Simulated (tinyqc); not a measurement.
Surface potential of a MOS transistor: implicit equation and explicit approximations: two steps of the calculation.

p-type body, charge-sheet picture, depletion and inversion only, full ionisation (an idealisation for deep acceptors), Boltzmann statistics (rough once Na exp(x - xn) passes about Nc/7). In units of Vt: xg = (Vg - Vfb)/Vt, x = psi/Vt, G = gamma/sqrt(Vt), xn = (2 phiF + Vc)/Vt. The implicit equation is (xg - x)^2 = G^2 [x - 1 + exp(x - xn)] for x above about 3. Cox = eps0 eox/tox.

Inputs (values chosen for the exercise); band and dielectric values close to those of silicon: temperature T = 350 K; relative permittivity of the gate insulator (close to silicon dioxide) eox = 3.9; insulator thickness tox = 19 nm; channel-body voltage Vc = 0.2 V.

Constants: q = 1.602176634e-19 C, kB = 1.380649e-23 J/K, Vt = kB T/q, eps0 = 8.8541878128e-14 F/cm where lengths are in cm. Results are converted to the units shown.

Question 1. New x. D = exp(x - xn), f = (xg - x)^2 - G^2 (x - 1 + D), f' = -2 (xg - x) - G^2 (1 + D), x(new) = x - f/f'.

x at the start = 38.9
G = 2.4594705
xn = 28.344768
xg = 54.043899

Give: D; f; f'; x after iteration 1.

Answer 1.

D = 3.838e4
f = -2.321e5
f' = -2.322e5
x after iteration 1 = 37.90

Question 2. Potential, charges and gate control. psi = Vt x; N_dep = Cox Vt G sqrt(x - 1)/q; N_inv = (Cox Vt G/q) [sqrt(x - 1 + exp(x - xn)) - sqrt(x - 1)]; dpsi/dVg = 1/[1 + G^2 (1 + exp(x - xn))/(2 (xg - x))].

converged x = 32.207947
G = 2.4594705
xn = 28.344768
xg = 54.043899

Find: psi; N_dep; N_inv; dpsi/dVg.

Answer 2.

psi = 0.9714 V
N_dep = 4.701e11 cm^-2
N_inv = 2.770e11 cm^-2
dpsi/dVg = 0.1293

psi lies 3.9 Vt above 2 phiF + Vc.

Numbers from tinyqc (`OMP_NUM_THREADS=1 python tinyqc.py 2122089 2122090 out.jsonl`; about 0.01 s on one thread of a shared Intel Xeon 2.30GHz).
